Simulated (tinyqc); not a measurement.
Changing the spin S: Heisenberg magnet: exchange from energy differences, ordering vector, linear spin waves and ordering temperature. Computed by tinyqc, a small Python program. Command: `OMP_NUM_THREADS=1 python tinyqc.py 3005639 3005640 out.jsonl magnon sweep`. One thread of a shared host (Intel(R) Xeon(R) Processor @ 2.30GHz), about 0.1 s of CPU time with the checks.

H = -sum over pairs <ij> J_ij S_i.S_j - K sum_i (S_i^z)^2, each pair once, J > 0 ferromagnetic. First neighbours: 4 at a (1, 0), second: 4 at a (1, 1), with all permutations and signs.

Inputs (values chosen for the exercise, for a model magnet): exchange J1 = -2.2 meV; exchange J2 = 0.46 meV; single-ion anisotropy K = 0.0055 meV; lattice constant a = 3.51 angstrom; mesh divisions n = 60; temperature T = 37 K.

Lattice: square. Order: Neel (nearest neighbours antiparallel).

Constants: k_B = 8.617333262e-05 eV/K.

Method:
- g_s(q) = sum over shell s of cos(q.R), z1 = g1(0). A(q) = S [-J1 g1(0) + J2 (g2(0) - g2(q))] + (2S - 1) K, B(q) = S J1 g1(q), E(q) = sqrt(A^2 - B^2). The factor 2S - 1 removes the anisotropy for S = 1/2.
- sum R_x^2 over the shells is s1 = 2 a^2 and s2 = 4 a^2. Without K, E = c q with c = S sqrt(z1 |J1| (|J1| s1 + J2 s2)); the gap is E(0) = sqrt(k (k + 2 S z1 |J1|)), k = (2S - 1) K.
- J(q) = J1 g1(q) + J2 g2(q), g_s(q) = sum over shell s of cos(q.R).
- Mesh: q = sum_i (m_i + 1/2)/n b_i, m_i = 0..n-1, b = [[1, 0], [0, 1]] in 2 pi/a; <..> is the mean over the mesh.
- n = 1/(exp(E/(k_B T)) - 1); zero-point loss <A/(2E) - 1/2>, thermal loss <(A/E) n>; moment = S less the losses.
- K left out. Mean field: k_B T = S (S + 1) J(Q)/3 at the ordering vector Q; random-phase (Tyablikov): k_B T = [S (S + 1)/3] / <1/(J(Q) - J(q))>, which diverges in two dimensions and gives 0; Curie-Weiss theta = S (S + 1) J(0)/(3 k_B).

One run for each value:
```
spin S  mean-field ordering temperature (K)  spin-wave velocity c (meV angstrom)  zero-point loss  moment <S^z>
1.0                                   82.31                               26.010          0.14233        0.4593
1.5                                  154.34                               39.015          0.14138        1.1566
2.0                                  246.94                               52.020          0.14093        1.7359
2.5                                  360.13                               65.025          0.14067        2.2761
3.0                                  493.89                               78.030          0.14050        2.7996
3.5                                  648.23                               91.035          0.14038        3.3147
```

Over the rows, mean-field ordering temperature (K) rises from 82.3 to 648 (exponent d ln y / d ln x 1.6 between the first rows and 1.8 between the last); spin-wave velocity c (meV angstrom) rises from 26.0 to 91.0 (exponent d ln y / d ln x about 1.00 throughout); zero-point loss falls from 0.1423 to 0.1404 (exponent d ln y / d ln x -0.017 between the first rows and -0.0056 between the last). The exponent of spin-wave velocity c stays at 1: linear spin waves scale with S. The mean-field temperature goes as S (S + 1) and the spin-wave scale as S. Relative to S the zero-point loss falls from 14 to 4.0 %. Left out: 0.500 (T too near or above the ordering temperature).

Caution (rows 1.00): with so many magnons their interaction matters and linear theory fails. Caution (all rows): doubling the mesh changes the thermal sum by more than 3 %, so it is not fully converged.
